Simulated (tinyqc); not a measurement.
# Deep-level transient spectroscopy: amplitude against reverse bias

Schottky contact on an n-type layer with shallow donors Nd (all ionised) and a donor-like deep trap, neutral when filled and positive when empty; depletion approximation. Traps within lam of the depletion edge stay filled. A long pulse to Vp fills the traps beyond x1 = Wp - lam; back at Vr those between x1 and x2 = Wr - lam emit. A rate window reads S = C(t2) - C(t1).

lam = sqrt(2 eps0 eps_r (EF - ET)/(q Nd)), EF - ET = Et - (kB T/q) ln(Nc(T)/Nd), Nc(T) = Nc (T/300 K)^1.5. In the steady state at the band bending V, 2 eps0 eps_r V/q = Nd W^2 + Nt (W - lam)^2 (the second term only if W > lam). W(t)^2 = Wr^2 + (Nt/Nd)(x2^2 - x1^2) exp(-en t), C = eps0 eps_r/W; for small Nt, dC/C = -(Nt/2 Nd) G exp(-en t) with G = (x2^2 - x1^2)/Wr^2. Listed at t = 0.

Parameters, values chosen for the exercise; material values close to those of silicon:
- eps_r = 11.7 (relative permittivity)
- Nc = 2.8e19 cm^-3 (conduction-band density of states at 300 K)
- Nd = 2.8e16 cm^-3 (shallow donor density)
- Vbi = 0.58 V (built-in voltage)
- Et = 0.24 eV (depth of the trap below the conduction edge)
- Nt = 2.6e15 cm^-3 (trap density)
- Vp = 0 V (reverse bias during the filling pulse)
- T = 160 K (temperature of the transient)

Constants: q = 1.602176634e-19 C, kB = 1.380649e-23 J/K, eps0 = 8.8541878128e-14 F/cm where lengths are in cm. Results are converted to the units shown.

Amplitude against reverse bias:
```
Vr (V),Wr (nm),G,dC(0)/C (%),2 Nd |dC|/C (cm^-3)
0.5,219.6,0.2518,-1.149,6.434e14
3.3,411.5,0.5935,-2.646,1.482e15
6.1,538.0,0.6876,-3.047,1.706e15
8.9,639.8,0.7366,-3.254,1.822e15
11.6,724.3,0.7670,-3.381,1.894e15
14.4,802.5,0.7895,-3.475,1.946e15
17.2,873.8,0.8065,-3.546,1.986e15
20,939.5,0.8199,-3.602,2.017e15
```

What does the table show?

G rises from 0.252 to 0.820, since lam = 85.4 nm and x1 weigh less in a wider layer. The simple estimate 2 Nd |dC|/C reaches 24.7 % of the true Nt in the first row and 77.6 % in the last. That is below G (82.0 %), since with Nt/Nd = 0.093 dC/C is no longer linear in Nt.

Computed by the program tinyqc: `OMP_NUM_THREADS=1 python tinyqc.py 2050035 2050036 out.jsonl`, one thread of a shared Intel Xeon 2.30GHz, about 0.01 s for the whole run.
